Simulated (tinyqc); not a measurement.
Inside a calculation. Model: lossy on-chip transmission line with skin effect.

Numbers from tinyqc (`OMP_NUM_THREADS=1 python tinyqc.py 2810111 2810112 out.jsonl`; about 0.01 s on one thread of a shared Intel Xeon 2.30GHz). Printed values are rounded.

A uniform line in a homogeneous dielectric: c = sqrt(er)/(c0 Z0), l = Z0 sqrt(er)/c0 (c0 = 299792458 m/s), g = w c td, w = 2 pi f. The resistance joins its limits as r = sqrt(r_dc^2 + r_hf^2), with r_dc = rho/(wd th), r_hf = kr rho/(2 delta (wd + th)), delta = sqrt(rho/(pi f mu0)), mu0 = 4 pi 1e-7 H/m; this is an interpolation, and internal inductance, up to 0.05 nH/mm at low frequency, is neglected.

Inputs (values chosen for the exercise): width of the strip wd = 5.4 um; thickness of the strip th = 2.8 um; resistivity rho = 1.8 uohm cm; relative permittivity er = 3.9; loss tangent td = 0; lossless impedance sqrt(l/c) Z0 = 75 ohm; factor for crowding and the return path kr = 2; length len = 3.3 mm; source resistance Rg = 25 ohm; load resistance RL = 50 ohm; load capacitance CL = 300 fF; frequency f = 9.4 GHz.

## Line constants

delta, r_dc, r_hf, r, l, c and g as defined.

delta = 0.6964540 um
r_dc = 1.190476 ohm/mm
r_hf = 3.151855 ohm/mm
r = 3.369187 ohm/mm
l = 0.4940522 nH/mm
c = 87.83151 pF/m
g = 0 S/m

r is 2.83 times r_dc; the skin depth is 0.249 of the thickness.

## Propagation constant and impedance

gamma = sqrt((r + i w l)(g + i w c)) = alpha + i beta, Zc = sqrt((r + i w l)/(g + i w c)), roots with positive real part; loss 8.685889638 alpha in dB; phase velocity w/beta.

gamma len = 0.073999+1.286037i
Zc = 75.12447-4.32271i ohm
loss = 0.1947727 dB/mm
phase velocity over c0 = 0.5055307
r/(w l) = 0.1154635

r is below w l; the low-loss estimate 8.686 (r/(2 Z0) + g Z0/2) gives 0.195 dB/mm.

## Reflection, input impedance and transfer

ZL = 1/(1/RL + i w CL); reflection (ZL - Zc)/(ZL + Zc); Zin = Zc (ZL + Zc tanh(gamma len))/(Zc + ZL tanh(gamma len)); H = V_load/V_source = [Zin/(Zin + Rg)]/[cosh(gamma len) + (Zc/ZL) sinh(gamma len)].

ZL = 28.01324-24.81774i ohm
reflection at the load = -0.3710173-0.3035422i
Zin = 71.83912+60.66392i ohm
H = -0.1566852-0.4182829i
|H| = -7.000335 dB
